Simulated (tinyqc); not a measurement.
Free and trapped electrons in a MOS channel with a dense trap tail: one step of the calculation.

p-type body, charge-sheet picture, full ionisation (an idealisation for deep acceptors), Boltzmann statistics for free electrons. e = Ec - EF at the surface. Acceptor-like traps of density D(E) = D0 + De exp(-E/Ew) at depth E below Ec, from 0 to Eu, hold n_t = integral of D(E)/(1 + exp((e - E)/Vt)). psi = Eg - Vt ln(Nv/Na) - e; N_dep = sqrt(2 eps0 eps_r Na (psi - Vt)/q); n_f = sqrt(N_dep^2 + 2 eps0 eps_r Vt Nc exp(-e/Vt)/q) - N_dep; Vg = Vfb + psi + q (N_dep + n_t + n_f)/Cox, Cox = eps0 eox/tox.

Question. Trapped charge. Trapezoid rule on 13 equal steps from 0 to Eu, f = 1/(1 + exp((e - E)/Vt)).

Values chosen for this exercise; band and dielectric values close to those of silicon:
- T = 300 K (temperature)
- D0 = 5.1e10 cm^-2 eV^-1 (constant background density of acceptor-like traps)
- De = 3e13 cm^-2 eV^-1 (density of the tail at the conduction edge)
- Ew = 0.11 eV (decay energy of the tail)
- Eu = 0.7 eV (depth below Ec down to which the traps reach)
- e = 0.195 eV (Ec - EF at the surface)

Constants: q = 1.602176634e-19 C, kB = 1.380649e-23 J/K, Vt = kB T/q. Results are converted to the units shown.

Find: E; D(E) f; n_t.

Answer.

```
point	E (eV)	D(E) f (cm^-2 eV^-1)
0	0	1.591e10
1	0.05385	7.809e10
2	0.1077	3.738e11
3	0.1615	1.497e12
4	0.2154	2.946e12
5	0.2692	2.504e12
6	0.3231	1.630e12
7	0.3769	1.025e12
8	0.4308	6.485e11
9	0.4846	4.173e11
10	0.5385	2.755e11
11	0.5923	1.886e11
12	0.6462	1.353e11
13	0.7000	1.027e11
```

n_t = 6.342e11 cm^-2

Program tinyqc, `OMP_NUM_THREADS=1 python tinyqc.py 2222025 2222026 out.jsonl`; Intel Xeon 2.30GHz, shared host, one thread, about 0.02 s.
